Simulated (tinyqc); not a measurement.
Chemically amplified photoresist: aerial image, acid generation, bake, development and line width: one step, computed by the program tinyqc. Command: `OMP_NUM_THREADS=1 python tinyqc.py 3013399 3013400 out.jsonl resist walk`. One thread of a shared host (Intel(R) Xeon(R) Processor @ 2.30GHz), about 0.03 s of CPU time with the checks.

Lines and spaces of pitch p with a two-beam-like image; x = 0 is the middle of the bright space. The resist is positive and treated as uniform in depth.

Problem. Acid image and its blur. Dose E(x) = E [1 + c cos(2 pi x/p)]; acid h = 1 - exp(-C E(x)). Bake: the acid image is blurred by a Gaussian of variance sigma^2 = 2 D t (each Fourier term k of h, taken on 64 points, is multiplied by exp(-4 pi^2 k^2 D t/p^2)). Cosine coefficients: h(x) = sum_k h_k cos(2 pi k x/p).

Inputs (values chosen for the exercise, for a model resist at 193 nm): pitch p = 160 nm; image contrast c = 0.86; mean dose E = 11 mJ/cm^2; Dill parameter C = 0.029 cm^2/mJ; acid diffusivity D = 0.36 nm^2/s; bake time t = 90 s.

Give: diffusion length sigma = sqrt(2 D t); h_0 to h_4 before the bake; h_0 to h_4 after the blur; blur factor of the first harmonic.

Solution.

diffusion length sigma = sqrt(2 D t) = 8.050 nm

h_0 to h_4 before the bake: [0.2594, 0.2013, -0.0138, 0.0006, 0.0000]

h_0 to h_4 after the blur: [0.2594, 0.1915, -0.0113, 0.0004, 0.0000]

blur factor of the first harmonic = 0.9513

sigma/p = 0.050; the blur keeps 95 % of the modulation.
